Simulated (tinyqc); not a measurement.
Comparisons within one model: six-band hole subbands of a thin body in a field. A value that a table varies takes the place of the one given here.

Basis X, Y, Z times spin, hole energies counted downwards from the unstrained edge (the hydrostatic shift is left out), c = hbar^2/2m0. For a symmetric tensor T let C(T) have C_XX = L Txx + M (Tyy + Tzz), C_XY = N Txy (cyclic), L = c (g1 + 4 g2), M = c (g1 - 2 g2), N = 6 c g3. k = q + kz n, n the unit normal, q = k1 u + k2 v with u along the channel [1-10] and v = n x u. H = C(k k^T) + (Dso/3)(1 - L.sigma) - B + e F z with (L_k)_ij = -i epsilon_kij; B is the block C built from the traceless strain with 2b, -b and sqrt(3) d in place of L, M, N. Strain: exx = eyy = (s11 + s12) sx/2, ezz = s12 sx, exy = -s44 sx/4. Hard walls at z = 0 and t; basis sin(j pi z/t), j = 1 to Nz: kz^2 = (j pi/t)^2, kz = -i D with D_jl = 4 j l/(t (j^2 - l^2)), z_jj = t/2 and z_jl = -8 t j l/(pi (j^2 - l^2))^2 for j + l odd; 1 MV/cm = 0.01 eV/angstrom.

Nz = 14. E1 is the top subband at q = 0, gap the distance to the next pair, and the masses are c q^2/(E(q) - E1) at |q| = 0.02 1/angstrom (mean of the spin pair) along the channel [1-10] and across it in the plane; a dash marks a band that does not rise.

Constants: hbar^2/2m0 = 3.80998211 eV angstrom^2.

Parameters, chosen for this exercise (near those of a p-type Si channel; not measured data):
- g1 = 4.27 (Luttinger gamma1)
- g2 = 0.34 (gamma2)
- g3 = 1.45 (gamma3)
- Dso = 0.043 eV (spin-orbit splitting)
- b = -2.08 eV (tetragonal potential)
- d = -4.81 eV (trigonal potential)
- S = (7.63, -2.14, 12.46) 1/TPa (compliances s11, s12, s44)
- face = 001 (surface)
- t = 60 angstrom (body thickness)
- F = 1.2 MV/cm (field across the body)
- sx = 1 GPa (stress along the channel [1-10], negative in compression)

## Stress along the channel

Each row has its own sx.

Results:
```
sx (GPa)  E1 (meV)  gap (meV)  m channel  m across
-3.0         197.0      155.4      0.153     3.292
-2.0         232.3      104.4      0.161     2.916
-1.0         266.6       54.9      0.179     2.021
-0.5         282.3       32.6      0.209     1.202
0.0          293.1       19.3      0.419     0.419
0.5          292.0       27.2      1.479     0.225
1.0          285.6       38.9      2.719     0.207
```

Under 2 GPa of compression the channel mass goes from 0.419 to 0.161 m0, the mass across from 0.419 to 2.916; the gap to the next subband is 104, 19 and 39 meV at -2, 0 and +1 GPa. The lightest channel mass of the table, 0.153 m0, is at -3.0 GPa.

## Surface orientation and number of bands

Three faces, six bands; and four bands, with Dso set to 1000 eV.

Results:
```
case           E1 (meV)  gap (meV)  m channel  m across
(001) 6 bands     285.6       38.9      2.719     0.207
(001) 4 bands     293.5       32.4      1.281     0.187
(110) 6 bands     171.4       89.6      0.116     0.279
(110) 4 bands     242.4      107.9      0.155     0.321
(111) 6 bands     204.2       61.0      0.699     0.160
(111) 4 bands     219.8      139.1      0.206     0.183
```

With six bands the top subband is shallowest on (110) (171.4 meV) and deepest on (001). Without the stress E1 would be 293.1, 135.6 and 212.6 meV, so the stress moves it by -7.5, 35.8 and -8.4 meV. The lightest channel mass is on (110) (0.116 m0). Dropping the split-off band moves E1 by 7.9, 71.0 and 15.7 meV and the gap by -6.4, 18.2 and 78.1 meV on the three faces, with Dso = 43 meV.

## What each parameter does

Six bands. Each row changes one parameter from the base and keeps the others.

Results:
```
case             E1 (meV)  gap (meV)  m channel (m0)  m across (m0)
base                285.6       38.9           2.719          0.207
t = 70 angstrom     285.6       38.8           2.716          0.208
F = 1.5 MV/cm       332.9       42.8           2.577          0.206
sx = 0.5 GPa        292.0       27.2           1.479          0.225
g3 = 1.35           285.6       38.9           1.475          0.198
g2 = 0.39           283.2       42.4           2.302          0.201
Dso = 0.065 eV      287.4       37.4           2.340          0.212
d = -3.85 eV        290.1       32.2           2.496          0.217
```

The largest shifts from the base row, up to three for each result and ties (the steps differ in size, so this ranks the rows, not the parameters). E1 (meV): F +47.3, sx +6.4, d +4.5; unchanged at the printed digits by t and g3. gap (meV): sx -11.6, d -6.7, F +3.9; unchanged at the printed digits by g3. m channel (m0): g3 -1.244, sx -1.240, g2 -0.416. m across (m0): sx +0.017, d +0.009, g3 -0.009.

tinyqc: `OMP_NUM_THREADS=1 python tinyqc.py 1282487 1282488 out.jsonl`; about 0.4 s, one thread, shared Intel(R) Xeon(R) Processor @ 2.30GHz.
